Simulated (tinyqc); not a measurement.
Ways to average over directions: averaged masses of warped heavy- and light-hole bands.

Four-band hole energies E = c k^2 f(u), c = hbar^2/2m0, f = g1 -/+ 2 sqrt(g2^2 + 3 (g3^2 - g2^2) s), s = ux^2 uy^2 + uy^2 uz^2 + uz^2 ux^2 for the unit vector u; minus for heavy, plus for light holes; the mass along u is 1/f.

Grid: n x n midpoints in cos(theta) from 0 to 1 and phi from 0 to pi/2, equal weights. m_d = <f^(-3/2)>^(2/3). Conductivity mass for one scattering time: 1/m_c = <|w|^2 f^(-5/2)>/<f^(-3/2)> with w = grad_k(k^2 f)/(2 k), that is |w|^2 = f^2 + |angular gradient of f|^2/4.

Values chosen for the exercise (out of a larger set: near those of InAs; not measured data): g1 = 19.94 (Luttinger gamma1); g2 = 8.51 (gamma2); g3 = 9.17 (gamma3).

Heavy and light m_d on grids of growing n, against n = 160; also the three-direction rule <F> = (10 F[100] + 16 F[110] + 9 F[111])/35 and the spherical masses 1/(g1 (1 -/+ mu)), mu = (6 g3 + 4 g2)/(5 g1).

Masses (m0):
```
method             heavy   light  error heavy (%)  error light (%)
grid n = 1        0.6173  0.0261            26.87            -1.32
grid n = 2        0.4956  0.0264             1.85            -0.21
grid n = 3        0.4912  0.0265             0.94            -0.10
grid n = 5        0.4880  0.0265             0.28            -0.04
grid n = 10       0.4869  0.0265             0.07            -0.01
grid n = 160      0.4866  0.0265             0.00             0.00
three directions  0.5023  0.0265             3.23             0.02
spherical         0.4699  0.0265            -3.42             0.01
[100] alone       0.3425  0.0271           -29.62             2.15
```

The heavy mass is within 1 % from grid n = 3 on. Three directions err by +3.23 %, the spherical form by -3.42 % and [100] alone by -29.6 %; for light holes the same three err by +0.02, +0.01 and +2.2 %. The power -3/2 weights the heavy directions near [111], which a mean of f misses.

tinyqc: `OMP_NUM_THREADS=1 python tinyqc.py 1050131 1050132 out.jsonl`; about 0.02 s, one thread, shared Intel(R) Xeon(R) Processor @ 2.30GHz.
